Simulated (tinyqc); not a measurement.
From results back to parameters: band gaps under pressure and temperature from deformation potentials. Two cases, with inputs chosen for the exercise.

Problem. A gap moves by a ln(V/V0) with V/V0 = (1 + Bp P/B0)^(-1/Bp). B0 and the shifts at two pressures are given.

Case 1.

Values chosen (out of a larger set: near those of GaAs, the X and L potentials typical of such crystals; not measured data): P12 = (3, 4) GPa (two pressures).

B0 = 79.0000 GPa

shifts at the two pressures (eV): 0.2916124  0.3796498

Case 2.

Values chosen (out of a larger set: near those of Si, the X and L potentials typical of such crystals; not measured data): P12 = (3, 5) GPa (two pressures).

B0 = 97.2000 GPa

shifts at the two pressures (eV): 0.3598345  0.5753464

Find: ratio of the shifts; Bp; a.

Solution. The ratio of the shifts, ln(1 + Bp P2/B0)/ln(1 + Bp P1/B0), falls steadily from P2/P1 as Bp grows and so fixes Bp; then a = -shift x Bp/ln(1 + Bp P/B0).

Case 1.

ratio of the shifts = 1.3019
Bp = 4.37
a = -8.30 eV

Case 2.

ratio of the shifts = 1.5989
Bp = 4.67
a = -12.48 eV

Computed by tinyqc, one run a case: `OMP_NUM_THREADS=1 python tinyqc.py N N+1 out.jsonl` with N = 1080601, 1080616; one thread of a shared Intel(R) Xeon(R) Processor @ 2.30GHz, about 0.01 s a run at most.
